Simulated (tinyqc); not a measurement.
MOS capacitor on a p-type substrate, surface potential from the exact charge relation: two steps of the calculation.

Uniform p-type substrate, Boltzmann statistics, full ionisation, classical densities. psi is the surface potential against the body (positive when the bands bend down) and u = psi/Vt. Traps are spread evenly over the gap and neutral at flat band, so their charge is -q Dit psi; the minority quasi-Fermi level is shifted by Vb.

Values chosen for this exercise; band and dielectric values close to those of silicon: temperature T = 300 K; band gap Eg = 1.1 eV; relative permittivity eps_r = 11.6; conduction-band density of states at T Nc = 2.83e19 cm^-3; valence-band density of states at T Nv = 2.69e19 cm^-3; electron affinity chi = 3.99 eV; acceptor density of the substrate N = 1.8e17 cm^-3; relative permittivity of the gate insulator (close to aluminium oxide) eox = 8.75; insulator thickness tox = 20 nm; gate work function phiM = 4.17 eV; fixed charge at the interface, in units of q Nf = 0 cm^-2; density of interface traps Dit = 0 cm^-2 eV^-1; reverse bias of the inversion layer against the body Vb = 0 V; gate voltage against the body Vg = 0.73 V.

Constants: q = 1.602176634e-19 C, kB = 1.380649e-23 J/K, Vt = kB T/q, eps0 = 8.8541878128e-14 F/cm where lengths are in cm. Results are converted to the units shown.

Problem 1. Flat band, threshold and scales. ni = sqrt(Nc Nv) exp(-Eg/(2 Vt)), Eg in volts; phiF = Vt ln(N/ni); Cox = eps0 eox/tox; Vfb = phiM - chi - (Eg - Vt ln(Nv/N)) - q Nf/Cox; Q0 = sqrt(2 eps0 eps_r q N Vt); r = (ni/N)^2 exp(-Vb/Vt); VT = Vfb + [(2 phiF + Vb)(1 + q Dit/Cox) + sqrt(2 eps0 eps_r q N (2 phiF + Vb))/Cox].

Give: ni; phiF; Cox; Vfb; Q0; r; VT.

Solution 1.

ni = 1.589e10 cm^-3
phiF = 0.4199 V
Cox = 0.3874 uF/cm^2
Vfb = -0.7906 V
Q0 = 39.13 nC/cm^2
r = 7.795e-15
VT = 0.6251 V

Problem 2. Newton step for the surface potential. u = psi/Vt; F^2 = exp(-u) + u - 1 + r (exp(u) - u - 1); Qs = -sign(u) Q0 F; Cs = -dQs/dpsi = (Q0/Vt) |1 - exp(-u) + r (exp(u) - 1)|/(2 F). f = Vfb + psi + (q Dit psi - Qs)/Cox - Vg, f' = 1 + (Cs + q Dit)/Cox, psi(new) = psi - f/f'.

psi after iteration 2 = 0.89315356 V
Cox = 0.38737072 uF/cm^2
Vfb = -0.79056098 V
Q0 = 39.134238 nC/cm^2
r = 7.7948368e-15

Find: u; F; Qs; Cs; f; f'; psi after iteration 3.

Solution 2.

u = 34.549
F = 6.4360
Qs = -251.87 nC/cm^2
Cs = 1.0435 uF/cm^2
f = 0.022786 V
f' = 3.6937
psi after iteration 3 = 0.88698 V

Program tinyqc, `OMP_NUM_THREADS=1 python tinyqc.py 2060134 2060135 out.jsonl`; Intel Xeon 2.30GHz, shared host, one thread, about 0.01 s.
